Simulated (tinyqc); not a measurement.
Sub-threshold conduction and electro-thermal threshold of an amorphous chalcogenide: two steps of the calculation.

Trap-limited conduction: I = I0 exp(-Ea/kB T) sinh(q V dz/(2 ua kB T)), I0 = 2 q A Nt dz/ta. One lumped temperature T = T0 + Rt I V. The threshold is the largest V for which a steady state exists on the low-current branch.

Parameters, values chosen for the exercise; values of the order of Ge-Sb-Te and related chalcogenides: ambient temperature T0 = 330 K; cross-section A = 520 nm^2; amorphous thickness ua = 34 nm; distance between traps dz = 8.4 nm; activation energy Ea = 0.26 eV; trap density Nt = 1.8e19 cm^-3; attempt time ta = 1e-15 s; thermal resistance Rt = 5.3 K/uW; voltage across the amorphous layer V = 0.39 V.

Constants: q = 1.602176634e-19 C, kB = 1.380649e-23 J/K. Results are converted to the units shown.

Task 1. Isothermal quantities. I0, the low-field resistance 2 ua kB T0 exp(Ea/kB T0)/(q dz I0), the slope voltage V0 = 2 ua kB T0/(q dz), and I at V without heating.

Wanted: I0; low-field resistance; V0; I without heating.

Result 1.

I0 = 25.19 mA
low-field resistance = 0.08542 Mohm
V0 = 0.2302 V
I without heating = 7.085 uA

Task 2. Self-heating. I at the present T, then T(new) = T0 + Rt I V.

T after iteration 1 = 344.64560 K

Find: I; T after iteration 2.

Result 2.

I = 9.6712 uA
T after iteration 2 = 349.99 K

Range of the model: Purely electronic switching mechanisms, filaments and series resistance are left out.

Program tinyqc, `OMP_NUM_THREADS=1 python tinyqc.py 2490009 2490010 out.jsonl`; Intel Xeon 2.30GHz, shared host, one thread, about 0.01 s.
